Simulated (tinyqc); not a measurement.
Longitudinal sound in a periodic multilayer: transfer matrices, stop bands and folded phonons: one step, computed by the program tinyqc.

Layers 1 and 2 repeat with period d = d_1 + d_2; waves travel normal to the layers, without loss. State vector (u, s): displacement u and stress divided by omega. Impedances Z = rho v are in 1e6 kg/(m^2 s).

Problem. Transfer matrix of one period. A layer maps (u, s) by [[cos p, sin p/Z], [-Z sin p, cos p]], p = 2 pi f d_i/v_i; one period is M = M_2 M_1, and cos(q d) = trace(M)/2.

Inputs (values chosen for the exercise, modelled on gallium arsenide (layer 1), aluminium arsenide (layer 2) and gallium arsenide (substrate)):

| quantity | value | unit |
|---|---|---|
| velocity v_1 | 4650 | m/s |
| thickness d_1 | 3.4 | nm |
| velocity v_2 | 5550 | m/s |
| thickness d_2 | 4.05 | nm |
| frequency f | 429 | GHz |

Z_2 = 20.646

Z_1 = 24.645

Give: phase p_1; phase p_2; M; trace(M)/2.

Solution.

phase p_1 = 1.971 rad

phase p_2 = 1.967 rad

M:
```
         1         2
1  -0.8640  -0.03183
2    16.18   -0.5615
```

trace(M)/2 = -0.7127

|trace/2| < 1: f lies in a pass band, with q d = 2.3642 rad (folded into 0 to pi). Caution: at these frequencies damping, strong in glasses, and rough interfaces, both left out here, can weaken the stop bands; layers only a few atoms thick are also beyond continuum acoustics.
